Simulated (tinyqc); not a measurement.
Physical sputtering: collision-cascade yield, angular dependence, faceting and resputtering in deposition: one step, computed by the program tinyqc.

Ions start collision cascades; atoms that reach the surface with more than U leave. The target is amorphous or fine-grained.

Question. Yield at normal incidence. gamma = 4 M1 M2/(M1 + M2)^2; threshold E_th = 6.7 U/gamma for M1 >= M2, else U (1 + 5.7 M1/M2)/gamma. eps = 0.03255 M2 E/(Z1 Z2 (M1 + M2) z), z = (Z1^(2/3) + Z2^(2/3))^(1/2), E in eV; s_n = 3.441 sqrt(eps) ln(eps + 2.718)/(1 + 6.355 sqrt(eps) + eps (6.882 sqrt(eps) - 1.708)); S_n = 84.78 Z1 Z2 M1 s_n/((M1 + M2) z) in eV angstrom^2; alpha = 0.249 (M2/M1)^0.56 + 0.0035 (M2/M1)^1.5 for M1 <= M2, else 0.0875 (M2/M1)^(-0.15) + 0.165 M2/M1; Y0 = 0.042 Q alpha S_n/U [1 - sqrt(E_th/E)]^2.5 (the electronic-loss factor of the full formula is dropped). Erosion rate = Y0 J/(e N); 1 cm^2 = 1e14 nm^2.

Inputs (values chosen for the exercise, modelled on argon ions on titanium): ion Z1 = 18; ion mass M1 = 39.95 u; target Z2 = 22; target mass M2 = 47.9 u; surface binding energy U = 4.85 eV; target density N = 56.7 1/nm^3; fit factor Q = 0.54; ion energy E = 780 eV; current density J = 0.37 mA/cm^2.

Constants: e = 1.602176634e-19 C.

Give: energy transfer factor gamma; threshold E_th; reduced energy eps; nuclear stopping S_n; alpha; yield Y0; erosion rate.

Answer.

energy transfer factor gamma = 0.9918

threshold E_th = 28.14 eV

reduced energy eps = 0.009112

nuclear stopping S_n = 821.1 eV angstrom^2

alpha = 0.2802

yield Y0 = 0.6355 atoms per ion

erosion rate = 15.53 nm/min

The threshold factor is 0.591; the energy cost is 1230 eV per removed atom, 253 times U.
